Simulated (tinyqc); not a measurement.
From results back to parameters: exchange-split free-electron bands and tunnelling magnetoresistance. Three cases, with inputs chosen for the exercise.

Problem. The electron density n_up + n_dn and the polarisation of the density of states, P = (k_up - k_dn)/(k_up + k_dn), are given; EF and Dx are hidden.

Majority and minority bands E = c k^2/m -/+ Dx/2, c = hbar^2/2m0, so k_up = sqrt(m (EF + Dx/2)/c), k_dn = sqrt(m (EF - Dx/2)/c); n_s = k_s^3/(6 pi^2), D_s = m k_s/(4 pi^2 c).

Constants: hbar^2/2m0 = 3.80998211 eV angstrom^2.

Case 1.

Values chosen: m = 1.01 m0 (mass in the electrodes).
n = 0.0523181 1/angstrom^3
P = 0.078164

Case 2.

Values chosen: m = 0.97 m0 (mass in the electrodes).
n = 0.0328183 1/angstrom^3
P = 0.161700

Case 3.

Values chosen: m = 0.91 m0 (mass in the electrodes).
n = 0.0423279 1/angstrom^3
P = 0.543327

Find: k_up, k_dn; EF; Dx.

Solution. k_dn/k_up = (1 - P)/(1 + P); n then fixes k_up; EF is the mean and Dx the difference of the two kinetic energies.

Case 1.

k_up, k_dn (1/angstrom): 1.2400  1.0602

EF = 5.02 eV
Dx = 1.56 eV

Case 2.

k_up, k_dn (1/angstrom): 1.1220  0.8097

EF = 3.76 eV
Dx = 2.37 eV

Case 3.

k_up, k_dn (1/angstrom): 1.3469  0.3985

EF = 4.13 eV
Dx = 6.93 eV

Computed by tinyqc, one run a case: `OMP_NUM_THREADS=1 python tinyqc.py N N+1 out.jsonl` with N = 1650180, 1650199, 1650228; one thread of a shared Intel(R) Xeon(R) Processor @ 2.30GHz, about 0.01 s a run at most.
